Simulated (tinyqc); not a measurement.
Small-signal admittance of a forward-biased p+-n diode: one step of the calculation.

Holes injected into a neutral base of width wb with an ohmic contact at its end; low injection, p0 far above the equilibrium density. A small voltage v exp(i w t), w = 2 pi f, modulates the edge density by p0 v/Vt, and the small-signal density obeys Dp d2p/dx2 = (1/tau + i w) p.

Task. The same by finite differences. 9 equal intervals, h = wb/9; u = small-signal density over its edge value, u_0 = 1, u_9 = 0; u_(i-1) + b u_i + u_(i+1) = 0 with b = -2 - h^2 (1/tau + i w)/Dp; Y = (q Dp p0/(Vt h)) (-b/2 - u_1), which includes the half box at the edge.

Values chosen for this exercise; permittivity close to that of silicon:

| symbol | value | unit | meaning |
|---|---|---|---|
| T | 300 | K | temperature |
| Dp | 7.9 | cm^2/s | hole diffusion coefficient |
| tau | 1e-6 | s | hole lifetime |
| wb | 4.8 | um | width of the neutral base |
| p0 | 4.6e12 | cm^-3 | excess hole density at the junction edge |
| f | 5.2e6 | Hz | signal frequency |

Constants: q = 1.602176634e-19 C, kB = 1.380649e-23 J/K, Vt = kB T/q. Results are converted to the units shown.

Find: b; u; Y on the mesh.

Result.

b = -2.000-0.012i

| node | u |
|---|---|
| 1 | 0.8858-0.0293i |
| 2 | 0.7723-0.0482i |
| 3 | 0.6596-0.0580i |
| 4 | 0.5479-0.0601i |
| 5 | 0.4370-0.0557i |
| 6 | 0.3270-0.0463i |
| 7 | 0.2176-0.0330i |
| 8 | 0.1087-0.0171i |

Y on the mesh = 0.4829+0.1485i S/cm^2

Computed by the program tinyqc: `OMP_NUM_THREADS=1 python tinyqc.py 2890221 2890222 out.jsonl`, one thread of a shared Intel Xeon 2.30GHz, about 0.01 s for the whole run.
